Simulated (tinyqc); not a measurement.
Mobility of a non-polar semiconductor in the relaxation-time approximation. Changing the compensation ratio C. Computed by tinyqc, a small Python program. Command: `OMP_NUM_THREADS=1 python tinyqc.py 3024030 3024031 out.jsonl rta sweep`. One thread of a shared host (Intel(R) Xeon(R) Processor @ 2.30GHz), about 0.02 s of CPU time with the checks.

Each valley is treated as a sphere of mass m_d for states and rates, with one isotropic relaxation time; the conductivity mass m_c sets the current.

Inputs (values chosen for the exercise, modelled on electrons in germanium):
```
quantity                                            value       unit
longitudinal mass m_l                                1.56        m_0
transverse mass m_t                                0.0813        m_0
equivalent valleys Z                                    4          -
non-parabolicity alpha                               0.68       1/eV
static permittivity eps_s                              16          -
density rho                                          5323     kg/m^3
sound velocity v_l                                   5290        m/s
acoustic deformation potential D_A                     10         eV
phonon energy hbar w                                 32.5        meV
optical or intervalley deformation potential D_o      5.7  1e8 eV/cm
final valleys Z_f                                       3          -
carrier density n                                 5.5e+15     1/cm^3
temperature T                                         400          K
```

Band: Kane. Impurity formula: Conwell-Weisskopf. Further scattering: none.

Constants: k_B = 8.617333262e-05 eV/K; m_0 = 9.1093837015e-31 kg; e = 1.602176634e-19 C; hbar = 1.054571817e-34 J s; eps_0 = 8.8541878128e-12 F/m; k_B = 1.380649e-23 J/K; hbar = 6.582119569e-16 eV s.

Method:
- m_d = (m_l m_t^2)^(1/3); 1/m_c = (1/m_l + 2/m_t)/3; Hall mass factor A = 3 K_m (K_m + 2)/(2 K_m + 1)^2, K_m = m_l/m_t; N_I = n (1 + C)/(1 - C).
- Kane band: hbar^2 k^2/(2 m) = E (1 + alpha E), speed v = hbar k/(m (1 + 2 alpha E)), states per spin, volume and energy g(E) = m k (1 + 2 alpha E)/(2 pi^2 hbar^2); overlap factors are set to 1. Here m = m_d. Masses are multiplied by m_0 and all formulas are in SI units.
- The reduced Fermi level eta = E_F/(k_B T) solves n = 2 Z int g f dE with f = 1/(1 + exp(x - eta)) (Z = 1 unless valleys are given); screening length L_s = sqrt(eps_s eps_0 k_B T/(e^2 dn/deta)), dn/deta = 2 Z int g f (1 - f) dE.
- Integrals over x = E/(k_B T) use 160 Gauss-Legendre points in u = sqrt(x) from 0 to sqrt(max(eta, 0) + 32).
- Phonon occupation N_q = 1/(exp(hbar w/(k_B T)) - 1).
- Acoustic deformation potential (elastic, equipartition, absorption and emission together): 1/tau = 2 pi k_B T D_A^2 g(E)/(hbar rho v_l^2).
- Optical or intervalley deformation potential: 1/tau = (pi Z_f D_o^2/(rho w)) [N_q g(E + hbar w) + (N_q + 1) g(E - hbar w)], with g = 0 below the band edge.
- Each optical term is multiplied by (1 - f(E'))/(1 - f(E)), E' the final energy, for Pauli blocking.
- Singly charged impurities, momentum relaxation: 1/tau = N_I e^4 m (1 + 2 alpha E) Phi/(8 pi (eps_s eps_0)^2 hbar^3 k^3), with alpha = 0 for a parabolic band.
- Conwell-Weisskopf: Phi = ln(1 + y^2), y = 4 pi eps_s eps_0 E N_I^(-1/3)/e^2 (largest impact parameter N_I^(-1/3)/2).
- mu = (m_d/m_c) (2 Z e/(3 n k_B T)) int g v^2 tau f (1 - f) dE.
- Averages over x are split at the emission threshold x_0 = hbar w/(k_B T): 64 Gauss-Legendre points in sqrt(x) below it and 128 in sqrt(x - x_0) above it, up to x = max(eta, 0) + 32.
- Rates are added at each energy before the average. With <y> = int g v^2 y f (1 - f) dE: Hall factor r_H = A (3 n k_B T/(2 Z m_d)) <tau^2/(1 + 2 alpha E)>/<tau>^2 (alpha = 0 for a parabolic band); Hall mobility r_H mu; |S| = (k_B/e) (<x tau>/<tau> - eta); resistivity 1/(n e mu).

One run for each value; columns: (1) compensation ratio C; (2) drift mobility mu (cm^2/(V s)); (3) ionised impurity mobility (cm^2/(V s)); (4) Hall factor r_H; (5) Seebeck coefficient |S| (microvolt/K):
```
(1)      (2)         (3)     (4)     (5)
0.00  2058.5  4.8369e+05  1.0715  848.66
0.10  2049.1  4.0221e+05  1.0650  849.10
0.25  2031.7  3.0260e+05  1.0537  849.90
0.40  2008.5  2.2241e+05  1.0398  850.95
0.55  1975.2  1.5590e+05  1.0214  852.46
0.70  1920.4  9.9183e+04  0.9947  854.92
0.80  1855.6  6.5284e+04  0.9672  857.82
0.90  1719.1  3.3382e+04  0.9200  863.94
```

What does the table show, and why?

Over the rows, drift mobility mu (cm^2/(V s)) falls from 2060 to 1720; ionised impurity mobility (cm^2/(V s)) falls from 484000 to 33400; Hall factor r_H falls from 1.07 to 0.920. Compensation adds scatterers without adding carriers or screening: N_I/n grows from 1 to 19, and mu keeps 84 % of its first value.

Extremes, crossings and ranges named in words are read from the listed rows.
